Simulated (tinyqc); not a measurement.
Undoped symmetric double-gate MOSFET, analytic potential model: two steps of the calculation.

An undoped body of thickness ts between two equal insulators and tied gates; long channel, electrons only, n = ni exp((psi - V)/Vt) with V the quasi-Fermi potential (0 at the source, Vd at the drain), constant mobility, no quantisation. Across the body psi(x) = V - 2 Vt ln[(ts/(2 beta)) sqrt(q ni/(2 eps0 eps_r Vt)) cos(2 beta x/ts)], x from the centre. Q is the electron charge per area of the whole body.

Parameters, values chosen for the exercise; material values close to those of silicon:
- T = 400 K (temperature)
- eps_r = 11.7 (relative permittivity of the semiconductor)
- ts = 6 nm (body thickness)
- mu = 120 cm^2/(V s) (channel mobility)
- L = 0.2 um (gate length)
- Vg = 0.5 V (gate voltage)
- Vd = 0.8 V (drain voltage)

Constants: q = 1.602176634e-19 C, kB = 1.380649e-23 J/K, Vt = kB T/q, eps0 = 8.8541878128e-14 F/cm where lengths are in cm. Results are converted to the units shown.

Task 1. beta at the source by Newton steps. With V = 0: f = ln(beta) - ln(cos beta) + 2 r beta tan(beta) - (Vg - V0)/(2 Vt); f' = 1/beta + tan(beta) + 2 r [tan(beta) + beta/cos^2(beta)]; beta(new) = beta - f/f'.

beta after iteration 1 = 0.64610499
r = 1.8161765
V0 = 0.57154340 V

Find: f; f'; beta after iteration 2.

Result 1.

f = 2.596
f' = 8.722
beta after iteration 2 = 0.3485

Task 2. Charges and drain current. beta (between 0 and pi/2) solves (Vg - V0 - V)/(2 Vt) = ln(beta) - ln(cos beta) + 2 r beta tan(beta). Q = 8 eps0 eps_r Vt beta tan(beta)/ts; I = mu (1/L)(4 eps0 eps_r/ts)(2 Vt)^2 [g(beta_s) - g(beta_d)] per width, g = beta tan(beta) - beta^2/2 + r beta^2 tan^2(beta), with beta_s at V = 0 and beta_d at V = Vd.

beta_s = 0.26392614
beta_d = 3.2323488e-6
r = 1.8161765

Wanted: Qs; Qd; g(beta_s); g(beta_d); I.

Result 2.

Qs = 33.96 nC/cm^2
Qd = 4.974e-9 nC/cm^2
g(beta_s) = 0.04573
g(beta_d) = 5.224e-12
I = 0.9006 uA/um

The term r beta^2 tan^2(beta), which gives the square law, makes up 20.2 % of g at the source.

Numbers from tinyqc (`OMP_NUM_THREADS=1 python tinyqc.py 2440160 2440161 out.jsonl`; about 0.03 s on one thread of a shared Intel Xeon 2.30GHz).
